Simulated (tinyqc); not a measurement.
Worked calculation: CCD on RHF in the 6-311g basis, for H2, spin multiplicity 1. Computed by tinyqc, a small Python program that keeps every step (integrals from PySCF). Settings: charge = 0, multiplicity = 1, basis = 6-311g, method = RHF, energy threshold = 1e-10, iteration cap = 54, orthogonalisation = canonical, start = atomic densities, DIIS depth = 6, amplitude equations = CCD, DIIS depth for amplitudes = 4, cap on updates = 62. Command: `OMP_NUM_THREADS=1 python tinyqc.py 29803 29804 out.jsonl` (the two numbers bound the seeds that draw the settings). One thread of a shared host (Intel(R) Xeon(R) Processor @ 2.60GHz), about 0.07 s of CPU time with the checks. The early iterations of the SCF are left out here.

## One-electron integrals

Geometry (angstrom):
```
atom        x        y        z
H     0.00000  0.00000  0.00000
H     0.00000  0.00000  0.93200
```

Basis 6-311g: exponents (1/bohr^2) and contraction coefficients of normalised primitives:
```
element  l (shell)  exponent  coefficient
H            s (1)  33.86500      0.02549
H            s (1)   5.09479      0.19037
H            s (1)   1.15879      0.85216
H            s (2)   0.32584      1.00000
H            s (3)   0.10274      1.00000
```

Overlap, kinetic and nuclear-attraction integrals over the contracted functions; the nuclear repulsion is the sum of Za Zb / Rab.

nuclear repulsion = 0.5677867 hartree

overlap S, order 1H 1s, 1H 2s, 1H 3s, 2H 1s, 2H 2s, 2H 3s:
```
[[1.00000, 0.70638, 0.37366, 0.13256, 0.31653, 0.27841],
 [0.70638, 1.00000, 0.78896, 0.31653, 0.60329, 0.61920],
 [0.37366, 0.78896, 1.00000, 0.27841, 0.61920, 0.85270],
 [0.13256, 0.31653, 0.27841, 1.00000, 0.70638, 0.37366],
 [0.31653, 0.60329, 0.61920, 0.70638, 1.00000, 0.78896],
 [0.27841, 0.61920, 0.85270, 0.37366, 0.78896, 1.00000]]
```

kinetic energy T (hartree), order 1H 1s, 1H 2s, 1H 3s, 2H 1s, 2H 2s, 2H 3s:
```
[[2.30435, 0.54912, 0.10635, -0.07523, 0.11386, 0.06368],
 [0.54912, 0.48876, 0.18488, 0.11386, 0.19552, 0.12166],
 [0.10635, 0.18488, 0.15411, 0.06368, 0.12166, 0.11745],
 [-0.07523, 0.11386, 0.06368, 2.30435, 0.54912, 0.10635],
 [0.11386, 0.19552, 0.12166, 0.54912, 0.48876, 0.18488],
 [0.06368, 0.12166, 0.11745, 0.10635, 0.18488, 0.15411]]
```

nuclear attraction V (hartree), order 1H 1s, 1H 2s, 1H 3s, 2H 1s, 2H 2s, 2H 3s:
```
[[-2.67882, -1.46092, -0.72615, -0.29523, -0.66393, -0.54988],
 [-1.46092, -1.45350, -0.98465, -0.66393, -0.93893, -0.80898],
 [-0.72615, -0.98465, -0.93230, -0.54988, -0.80898, -0.82811],
 [-0.29523, -0.66393, -0.54988, -2.67882, -1.46092, -0.72615],
 [-0.66393, -0.93893, -0.80898, -1.46092, -1.45350, -0.98465],
 [-0.54988, -0.80898, -0.82811, -0.72615, -0.98465, -0.93230]]
```

core Hamiltonian H = T + V (hartree), order 1H 1s, 1H 2s, 1H 3s, 2H 1s, 2H 2s, 2H 3s:
```
[[-0.37447, -0.91180, -0.61980, -0.37046, -0.55007, -0.48619],
 [-0.91180, -0.96474, -0.79976, -0.55007, -0.74341, -0.68732],
 [-0.61980, -0.79976, -0.77819, -0.48619, -0.68732, -0.71065],
 [-0.37046, -0.55007, -0.48619, -0.37447, -0.91180, -0.61980],
 [-0.55007, -0.74341, -0.68732, -0.91180, -0.96474, -0.79976],
 [-0.48619, -0.68732, -0.71065, -0.61980, -0.79976, -0.77819]]
```

## Two-electron integrals

Functions are numbered as in S; the eight-fold symmetry (ij|kl) = (ji|kl) = (kl|ij) leaves the list below.

Two-electron integrals (ij|kl) in chemists' order, unique and non-zero (hartree):
```
(11|11) 1.39303   (21|11) 0.82297   (21|21) 0.50970   (22|11) 0.82290
(22|21) 0.54303   (22|22) 0.64411   (31|11) 0.41126   (31|21) 0.25776
(31|22) 0.27987   (31|31) 0.13079   (32|11) 0.54368   (32|21) 0.36577
(32|22) 0.45267   (32|31) 0.18980   (32|32) 0.32514   (33|11) 0.49402
(33|21) 0.34012   (33|22) 0.44599   (33|31) 0.17804   (33|32) 0.33178
(33|33) 0.36168   (41|11) 0.12851   (41|21) 0.08313   (41|22) 0.09442
(41|31) 0.04254   (41|32) 0.06497   (41|33) 0.06199   (41|41) 0.02147
(42|11) 0.21537   (42|21) 0.14708   (42|22) 0.18559   (42|31) 0.07664
(42|32) 0.13368   (42|33) 0.13598   (42|41) 0.04242   (42|42) 0.10107
(43|11) 0.16599   (43|21) 0.11470   (43|22) 0.14924   (43|31) 0.06005
(43|32) 0.10938   (43|33) 0.11441   (43|41) 0.03334   (43|42) 0.08446
(43|43) 0.07250   (44|11) 0.56535   (44|21) 0.39573   (44|22) 0.52810
(44|31) 0.20813   (44|32) 0.39040   (44|33) 0.41134   (44|41) 0.12851
(44|42) 0.35094   (44|43) 0.30453   (44|44) 1.39303   (51|11) 0.35094
(51|21) 0.21968   (51|22) 0.23798   (51|31) 0.11143   (51|32) 0.16125
(51|33) 0.15106   (51|41) 0.04242   (51|42) 0.07762   (51|43) 0.06061
(51|44) 0.21537   (51|51) 0.10107   (52|11) 0.43569   (52|21) 0.29208
(52|22) 0.35819   (52|31) 0.15136   (52|32) 0.25589   (52|33) 0.25858
(52|41) 0.06444   (52|42) 0.14041   (52|43) 0.11608   (52|44) 0.43569
(52|51) 0.14041   (52|52) 0.23443   (53|11) 0.34789   (53|21) 0.23815
(53|22) 0.30723   (53|31) 0.12438   (53|32) 0.22594   (53|33) 0.24030
(53|41) 0.05439   (53|42) 0.12832   (53|43) 0.10995   (53|44) 0.41741
(53|51) 0.11579   (53|52) 0.21051   (53|53) 0.20027   (54|11) 0.39573
(54|21) 0.27552   (54|22) 0.36483   (54|31) 0.14466   (54|32) 0.26969
(54|33) 0.28560   (54|41) 0.08313   (54|42) 0.21968   (54|43) 0.19110
(54|44) 0.82297   (54|51) 0.14708   (54|52) 0.29208   (54|53) 0.28139
(54|54) 0.50970   (55|11) 0.52810   (55|21) 0.36483   (55|22) 0.47973
(55|31) 0.19115   (55|32) 0.35598   (55|33) 0.38332   (55|41) 0.09442
(55|42) 0.23798   (55|43) 0.20791   (55|44) 0.82290   (55|51) 0.18559
(55|52) 0.35819   (55|53) 0.34988   (55|54) 0.54303   (55|55) 0.64411
(61|11) 0.30453   (61|21) 0.19110   (61|22) 0.20791   (61|31) 0.09701
(61|32) 0.14111   (61|33) 0.13249   (61|41) 0.03334   (61|42) 0.06061
(61|43) 0.04747   (61|44) 0.16599   (61|51) 0.08446   (61|52) 0.11608
(61|53) 0.09566   (61|54) 0.11470   (61|55) 0.14924   (61|61) 0.07250
(62|11) 0.41741   (62|21) 0.28139   (62|22) 0.34988   (62|31) 0.14612
(62|32) 0.25197   (62|33) 0.25826   (62|41) 0.05439   (62|42) 0.11579
(62|43) 0.09566   (62|44) 0.34789   (62|51) 0.12832   (62|52) 0.21051
(62|53) 0.18887   (62|54) 0.23815   (62|55) 0.30723   (62|61) 0.10995
(62|62) 0.20027   (63|11) 0.40127   (63|21) 0.27692   (63|22) 0.36548
(63|31) 0.14509   (63|32) 0.27307   (63|33) 0.30041   (63|41) 0.05544
(63|42) 0.12774   (63|43) 0.10946   (63|44) 0.40127   (63|51) 0.12774
(63|52) 0.22943   (63|53) 0.21989   (63|54) 0.27692   (63|55) 0.36548
(63|61) 0.10946   (63|62) 0.21989   (63|63) 0.26298   (64|11) 0.20813
(64|21) 0.14466   (64|22) 0.19115   (64|31) 0.07591   (64|32) 0.14134
(64|33) 0.15000   (64|41) 0.04254   (64|42) 0.11143   (64|43) 0.09701
(64|44) 0.41126   (64|51) 0.07664   (64|52) 0.15136   (64|53) 0.14612
(64|54) 0.25776   (64|55) 0.27987   (64|61) 0.06005   (64|62) 0.12438
(64|63) 0.14509   (64|64) 0.13079   (65|11) 0.39040   (65|21) 0.26969
(65|22) 0.35598   (65|31) 0.14134   (65|32) 0.26546   (65|33) 0.28971
(65|41) 0.06497   (65|42) 0.16125   (65|43) 0.14111   (65|44) 0.54368
(65|51) 0.13368   (65|52) 0.25589   (65|53) 0.25197   (65|54) 0.36577
(65|55) 0.45267   (65|61) 0.10938   (65|62) 0.22594   (65|63) 0.27307
(65|64) 0.18980   (65|65) 0.32514   (66|11) 0.41134   (66|21) 0.28560
(66|22) 0.38332   (66|31) 0.15000   (66|32) 0.28971   (66|33) 0.32667
(66|41) 0.06199   (66|42) 0.15106   (66|43) 0.13249   (66|44) 0.49402
(66|51) 0.13598   (66|52) 0.25858   (66|53) 0.25826   (66|54) 0.34012
(66|55) 0.44599   (66|61) 0.11441   (66|62) 0.24030   (66|63) 0.30041
(66|64) 0.17804   (66|65) 0.33178   (66|66) 0.36168
```

## Orthogonalisation

S = U s U^T; canonical form X = U s^(-1/2), so that X^T S X = 1. Each column of U has its largest component positive (the first on a tie).

eigenvalues of S: [0.04390, 0.13267, 0.25119, 0.77026, 1.11636, 3.68561]

X, order 1H 1s, 1H 2s, 1H 3s, 2H 1s, 2H 2s, 2H 3s:
```
[[0.62635, -0.95359, -0.69834, 0.61448, 0.56809, 0.15498],
 [-1.97414, 1.46760, 0.90073, 0.10742, 0.33475, 0.23605],
 [2.66435, -0.83998, 0.83156, -0.50991, 0.11448, 0.23648],
 [-0.62635, -0.95359, 0.69834, 0.61448, -0.56809, 0.15498],
 [1.97414, 1.46760, -0.90073, 0.10742, -0.33475, 0.23605],
 [-2.66435, -0.83998, -0.83156, -0.50991, -0.11448, 0.23648]]
```

## Iteration 6 (converged): orbitals

converged F (hartree), order 1H 1s, 1H 2s, 1H 3s, 2H 1s, 2H 2s, 2H 3s:
```
[[0.66182, -0.37331, -0.43002, -0.39692, -0.42882, -0.38877],
 [-0.37331, -0.30558, -0.36338, -0.42882, -0.44052, -0.38405],
 [-0.43002, -0.36338, -0.26008, -0.38877, -0.38405, -0.28335],
 [-0.39692, -0.42882, -0.38877, 0.66182, -0.37331, -0.43002],
 [-0.42882, -0.44052, -0.38405, -0.37331, -0.30558, -0.36338],
 [-0.38877, -0.38405, -0.28335, -0.43002, -0.36338, -0.26008]]
```

Diagonalise F' = X^T F X, C = X C', fill 1 alpha and 1 beta electrons from the bottom; D = 2 C_occ C_occ^T. Each column has its largest component positive (the first on a tie).

F' = X^T F X (hartree):
```
[[1.22828, 0.00000, -0.94546, 0.00000, 0.38483, 0.00000],
 [0.00000, 2.05348, 0.00000, -0.99107, 0.00000, -0.02305],
 [-0.94546, 0.00000, 1.30187, 0.00000, -0.73999, 0.00000],
 [0.00000, -0.99107, 0.00000, 0.87842, 0.00000, -0.08232],
 [0.38483, 0.00000, -0.73999, 0.00000, 0.74887, 0.00000],
 [0.00000, -0.02305, 0.00000, -0.08232, 0.00000, -0.53550]]
```

orbital energies (hartree): [-0.54366, 0.13630, 0.32184, 0.57471, 2.56800, 2.61822]

coefficients C, order 1H 1s, 1H 2s, 1H 3s, 2H 1s, 2H 2s, 2H 3s:
```
[[0.16760, 0.09801, -0.04569, -0.09679, -1.08800, -1.13171],
 [0.30590, 0.04919, -0.79432, -1.42346, 1.67091, 1.22334],
 [0.15581, 1.70208, 0.87804, 1.93463, -1.07864, -0.47568],
 [0.16760, -0.09801, -0.04569, 0.09679, 1.08800, -1.13171],
 [0.30590, -0.04919, -0.79432, 1.42346, -1.67091, 1.22334],
 [0.15581, -1.70208, 0.87804, -1.93463, 1.07864, -0.47568]]
```

D after iteration 6, order 1H 1s, 1H 2s, 1H 3s, 2H 1s, 2H 2s, 2H 3s:
```
[[0.05618, 0.10254, 0.05223, 0.05618, 0.10254, 0.05223],
 [0.10254, 0.18716, 0.09533, 0.10254, 0.18716, 0.09533],
 [0.05223, 0.09533, 0.04855, 0.05223, 0.09533, 0.04855],
 [0.05618, 0.10254, 0.05223, 0.05618, 0.10254, 0.05223],
 [0.10254, 0.18716, 0.09533, 0.10254, 0.18716, 0.09533],
 [0.05223, 0.09533, 0.04855, 0.05223, 0.09533, 0.04855]]
```

## Convergence

Stop when the energy changes by less than 1e-10 hartree and every element of the error matrix X^T (F D S - S D F) X is below 3e-06.

Course of the cycle:
```
iteration  E (hartree)     change  largest element of the error matrix
1           -0.7724599          -                             1.77e-01
2           -1.1078711  -3.35e-01                             2.82e-02
3           -1.1085032  -6.32e-04                             6.00e-03
4           -1.1085415  -3.83e-05                             2.40e-04
5           -1.1085415  -1.45e-08                             4.06e-06
6           -1.1085415  -1.11e-11                             5.61e-09
```

PySCF RHF in the same basis = -1.1085415 hartree

Converged in 6 iterations.

## Integrals over molecular orbitals

(pq|rs) = sum C_ip C_jq C_kr C_ls (ij|kl), one index at a time.

one-electron integrals over orbitals h = C^T H C (hartree):
```
[[-1.13267, 0.00000, 0.12373, 0.00000, 0.00000, 0.06980],
 [0.00000, -0.52623, 0.00000, 0.20751, 0.02814, 0.00000],
 [0.12373, 0.00000, -0.34036, 0.00000, 0.00000, -0.14700],
 [0.00000, 0.20751, 0.00000, -0.26325, -0.20722, 0.00000],
 [0.00000, 0.02814, 0.00000, -0.20722, 1.41132, 0.00000],
 [0.06980, 0.00000, -0.14700, 0.00000, 0.00000, 1.48087]]
```

Two-electron integrals over orbitals (pq|rs), unique and non-zero (hartree):
```
(11|11) 0.58900    (21|21) 0.06527    (22|11) 0.36390    (22|22) 0.31095
(31|11) -0.12373   (31|22) -0.03504   (31|31) 0.05442    (32|21) 0.01683
(32|32) 0.03214    (33|11) 0.35831    (33|22) 0.27899    (33|31) -0.03859
(33|33) 0.28156    (41|21) -0.07232   (41|32) 0.00392    (41|41) 0.09965
(42|11) -0.13991   (42|22) -0.05587   (42|31) 0.04626    (42|33) -0.05034
(42|42) 0.06260    (43|21) 0.04482    (43|32) 0.01581    (43|41) -0.04852
(43|43) 0.03761    (44|11) 0.46881    (44|22) 0.33350    (44|31) -0.08149
(44|33) 0.30894    (44|42) -0.10307   (44|44) 0.40743    (51|21) -0.02886
(51|32) 0.01849    (51|41) 0.05753    (51|43) -0.02921   (51|51) 0.07983
(52|11) -0.02850   (52|22) 0.00757    (52|31) 0.02374    (52|33) -0.00437
(52|42) 0.00973    (52|44) -0.01710   (52|52) 0.02699    (53|21) 0.03306
(53|32) -0.00593   (53|41) -0.04935   (53|43) 0.02345    (53|51) -0.04369
(53|53) 0.03203    (54|11) 0.13238    (54|22) 0.03544    (54|31) -0.05901
(54|33) 0.04564    (54|42) -0.05093   (54|44) 0.09101    (54|52) -0.03963
(54|54) 0.08650    (55|11) 0.61826    (55|22) 0.37689    (55|31) -0.14482
(55|33) 0.36413    (55|42) -0.15779   (55|44) 0.50365    (55|52) -0.06002
(55|54) 0.19183    (55|55) 0.74793    (61|11) -0.06980   (61|22) -0.01610
(61|31) 0.04161    (61|33) -0.02008   (61|42) 0.03041    (61|44) -0.05559
(61|52) 0.03752    (61|54) -0.07061   (61|55) -0.14114   (61|61) 0.07423
(62|21) -0.00819   (62|32) 0.00578    (62|41) 0.01814    (62|43) -0.01241
(62|51) 0.03379    (62|53) -0.01523   (62|62) 0.01703    (63|11) 0.09431
(63|22) 0.03622    (63|31) -0.03631   (63|33) 0.03356    (63|42) -0.03695
(63|44) 0.06858    (63|52) -0.01791   (63|54) 0.04947    (63|55) 0.13045
(63|61) -0.03991   (63|63) 0.03344    (64|21) 0.02246    (64|32) -0.01873
(64|41) -0.04689   (64|43) 0.01962    (64|51) -0.06248   (64|53) 0.03535
(64|62) -0.02680   (64|64) 0.05380    (65|21) 0.10531    (65|32) -0.00297
(65|41) -0.14492   (65|43) 0.07973    (65|51) -0.12563   (65|53) 0.09025
(65|62) -0.04858   (65|64) 0.10132    (65|65) 0.28025    (66|11) 0.60579
(66|22) 0.36468    (66|31) -0.13641   (66|33) 0.36114    (66|42) -0.15083
(66|44) 0.48729    (66|52) -0.05532   (66|54) 0.17849    (66|55) 0.71119
(66|61) -0.11967   (66|63) 0.11955    (66|66) 0.68939
```

## CCD: starting amplitudes

t_ij^ab = <ij||ab> / (e_i + e_j - e_a - e_b), whose energy is MP2.

Starting amplitudes (spin orbitals 1a, 1b, ...; amplitudes related by a flip of all spins are not repeated):
```
from      to         t
1a 1b  2a 2b  -0.04800
1a 1b  4a 4b  -0.04455
1a 1b  2a 4b   0.04021
1a 1b  3a 3b  -0.03144
1a 1b  4a 5b  -0.01360
1a 1b  5a 5b  -0.01283
1a 1b  6a 6b  -0.01174
1a 1b  3a 6b  -0.01033
1a 1b  2a 5b   0.00761
```

correlation energy = -0.0198595 hartree

## CCD: amplitude update 1

t_ij^ab D_ij^ab are set to the remaining terms of the spin-orbital equations, evaluated with the old amplitudes; for the doubles these are <ij||ab> + 1/2 <ab||ef> t_ij^ef + 1/2 <mn||ij> t_mn^ab + P(ij)P(ab) <mb||ej> t_im^ae + terms in t^2, D the orbital-energy denominators.

Amplitudes after update 1 (spin orbitals 1a, 1b, ...; amplitudes related by a flip of all spins are not repeated):
```
from      to         t
1a 1b  2a 2b  -0.06819
1a 1b  4a 4b  -0.05968
1a 1b  2a 4b   0.05795
1a 1b  3a 3b  -0.03866
1a 1b  4a 5b  -0.01622
1a 1b  5a 5b  -0.01246
1a 1b  3a 6b  -0.01203
1a 1b  6a 6b  -0.01150
1a 1b  2a 5b   0.01048
```

correlation energy = -0.0262062 hartree

## CCD: amplitude update 2

As before.

Amplitudes after update 2 (spin orbitals 1a, 1b, ...; amplitudes related by a flip of all spins are not repeated):
```
from      to         t
1a 1b  2a 2b  -0.07708
1a 1b  2a 4b   0.06546
1a 1b  4a 4b  -0.06508
1a 1b  3a 3b  -0.04010
1a 1b  4a 5b  -0.01682
1a 1b  3a 6b  -0.01223
1a 1b  2a 5b   0.01181
1a 1b  5a 5b  -0.01177
1a 1b  6a 6b  -0.01099
```

correlation energy = -0.0285577 hartree

## CCD: amplitude update 3

t_ij^ab D_ij^ab are set to the remaining terms of the spin-orbital equations, evaluated with the old amplitudes; for the doubles these are <ij||ab> + 1/2 <ab||ef> t_ij^ef + 1/2 <mn||ij> t_mn^ab + P(ij)P(ab) <mb||ej> t_im^ae + terms in t^2, D the orbital-energy denominators. DIIS then mixes the stored amplitudes.

DIIS coefficients: [-0.71342, 1.71342]

Amplitudes after update 3 (spin orbitals 1a, 1b, ...; amplitudes related by a flip of all spins are not repeated):
```
from      to         t
1a 1b  2a 2b  -0.08385
1a 1b  2a 4b   0.07088
1a 1b  4a 4b  -0.06845
1a 1b  3a 3b  -0.04040
1a 1b  4a 5b  -0.01709
1a 1b  2a 5b   0.01287
1a 1b  3a 6b  -0.01217
1a 1b  5a 5b  -0.01123
1a 1b  6a 6b  -0.01059
```

correlation energy = -0.0301497 hartree

## CCD: convergence

E_corr = 1/4 sum <ij||ab> t_ij^ab; stop when the norm of the change is below 1e-8.

Course of the amplitude iterations:
```
update  correlation energy (hartree)  norm of the change
0                         -0.0198595                   -
1                         -0.0262062            7.36e-02
2                         -0.0285577            3.02e-02
3                         -0.0301497            1.27e-02
4                         -0.0301326            6.36e-04
5                         -0.0301352            4.02e-05
6                         -0.0301344            6.64e-06
7                         -0.0301344            8.04e-07
8                         -0.0301344            1.84e-07
9                         -0.0301344            4.42e-09
```

Converged amplitudes (spin orbitals 1a, 1b, ...; amplitudes related by a flip of all spins are not repeated):
```
from      to         t
1a 1b  2a 2b  -0.08414
1a 1b  2a 4b   0.07094
1a 1b  4a 4b  -0.06824
1a 1b  3a 3b  -0.04014
1a 1b  4a 5b  -0.01704
1a 1b  2a 5b   0.01293
1a 1b  3a 6b  -0.01210
1a 1b  5a 5b  -0.01124
1a 1b  6a 6b  -0.01060
```

CCD total energy = -1.1386760 hartree

Converged in 9 updates, with DIIS from the third.
